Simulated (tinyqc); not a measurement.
# Floating body of a partially depleted SOI transistor: body voltage and kink: two studies

Source at 0 V. Channel current Ic = 2 nf K Vt^2 [F(0) - F(Vd)](1 + la Vd), F(V) = ln^2(1 + exp((Vg - VT - nf V)/(2 nf Vt))), VT = VT0 - gb Vb. Saturation voltage Vs = 2 Vt sqrt(F(0)) + 3 Vt, excess Ve = (Vd - Vs + sqrt((Vd - Vs)^2 + 0.0004 V^2))/2, multiplication M1 = Ai Ve exp(-Bl/Ve). Each junction passes D(v) = J1 (exp(v/Vt) - 1) + J2 (exp(v/(2 Vt)) - 1). Bipolar current Ib = bb J1 (exp(Vb/Vt) - 1). The body settles where M1 (Ic + Ib) = D(Vb) + D(Vb - Vd) + Vb/Rb; drain current Id = (1 + M1)(Ic + Ib) - D(Vb - Vd).

Parameters, values chosen for the exercise; values of the order met in partially depleted silicon-on-insulator transistors:

| symbol | value | unit | meaning |
|---|---|---|---|
| T | 358 | K | temperature |
| VT0 | 0.38 | V | threshold at zero body voltage |
| gb | 0.22 |  | fall of the threshold per volt of body voltage |
| nf | 1.23 |  | slope factor |
| K | 560 | uA/(V^2 um) | gain factor per width |
| la | 0.02 | 1/V | channel-length modulation factor |
| Ai | 2.53 | 1/V | impact-ionisation prefactor |
| Bl | 6.6 | V | impact-ionisation voltage |
| J1 | 4.2e-11 | uA/um | diffusion saturation current of each junction |
| J2 | 2.3e-7 | uA/um | recombination saturation current of each junction |
| bb | 1 |  | gain of the lateral bipolar transistor on the diffusion current |
| Rb | 1e9 | kohm um | resistance of a weak body tie to the source (1e9 stands for no tie, and the term is then dropped) |
| Vg | 0.61 | V | gate voltage |
| Vd | 1.7 | V | drain voltage |

Constants: q = 1.602176634e-19 C, kB = 1.380649e-23 J/K, Vt = kB T/q. Results are converted to the units shown.

Each table varies one quantity; the others keep the values above.

## Output curve and kink

Rows with more than one solution for Vb (latch) are left out; dId/dVd by a forward difference over 1e-4 V, swing = 1e-4 V over the change of log10 Id; M1 under 1e-12 is printed as 0.

Output curve and kink:
```
Vd (V)  Vb (V)        M1  Id, floating (uA/um)  Id, grounded (uA/um)  ratio  dId/dVd, floating (uS/um)  dId/dVd, grounded (uS/um)
0.8     0.2728  9.641e-7                 19.67                 12.62  1.559                      44.65                     0.2497
1       0.5001  4.533e-5                 26.98                 12.67  2.130                      26.39                     0.2816
1.2     0.6063  6.038e-4                 30.92                 12.74  2.427                      15.13                     0.4472
1.4     0.6674  0.003462                 33.54                 12.87  2.607                      11.86                     0.8582
1.6     0.7090   0.01197                 35.91                 13.10  2.741                      12.38                      1.555
1.8     0.7400   0.03021                 38.70                 13.51  2.865                      16.00                      2.511
2       0.7645   0.06202                 42.52                 14.12  3.012                      22.83                      3.664
2.2     0.7849    0.1104                 48.10                 14.98  3.211                      33.70                      4.951
```

Read the table: what changes, and by how much?

Vb rises from 0.273 to 0.785 V and the ratio of the currents rises from 1.56 to 3.21. The output conductance with a floating body exceeds the grounded value by the largest factor among the rows, 179, at Vd = 0.8 V, where Vb = 0.273 V and M1 = 9.64e-7.

## Transfer curve and swing

Same model as above.

Results:
columns A: Vg (V); B: Vb (V); C: M1; D: Id, floating (uA/um); E: Id, grounded (uA/um); F: ratio; G: swing, floating (mV/decade); H: swing, grounded (mV/decade)
```
A           B        C         D         E      F      G      H
-0.07  0.1266  0.06697  2.147e-5  1.044e-5  2.058  65.03  89.46
0.03   0.3452  0.06667  0.001031  1.415e-4  7.287  58.75  87.95
0.13   0.5266  0.06497   0.03704  0.001919  19.30  72.75  89.01
0.23   0.6246  0.05927    0.5684   0.02432  23.37  101.0  93.24
0.33   0.6789  0.04863     3.567    0.2503  14.25  160.7  107.1
0.43   0.7068  0.03673     11.19     1.654  6.768  253.8  143.5
0.63   0.7262  0.01814     41.02     15.52  2.643  485.4  305.8
0.73   0.7265  0.01194     62.65     29.62  2.115  606.3  413.8
```

Estimate the missing row, Vg = 0.53 V.

Computed row:
columns A: Vg (V); B: Vb (V); C: M1; D: Id, floating (uA/um); E: Id, grounded (uA/um); F: ratio; G: swing, floating (mV/decade); H: swing, grounded (mV/decade)
```
A          B        C      D      E      F      G      H
0.53  0.7205  0.02636  23.79  6.272  3.792  366.0  211.7
```

With this row back in the table: Vb rises from 0.127 to 0.727 V. The smallest swing among the rows is 58.8 mV a decade with a floating body (at Vg = 0.03 V) and 88.0 with a grounded one; Vt ln 10 = 71.0. The floating swing is smaller by more than 3 % for Vg = -0.07, 0.03, 0.13 V, where the rising Vb lowers the threshold as Vg rises. In the first row the floating body raises the current by a factor of 2.06.

Range of the model: The multiplication law is an empirical form chosen for the exercise; self-heating and capacitive coupling to the body are left out, and the linear laws are rough once Vb passes about 0.7 V or M1 about 0.1.

tinyqc, about 0.2 s, one thread, Intel Xeon 2.30GHz (shared host): `OMP_NUM_THREADS=1 python tinyqc.py 2182103 2182104 out.jsonl`
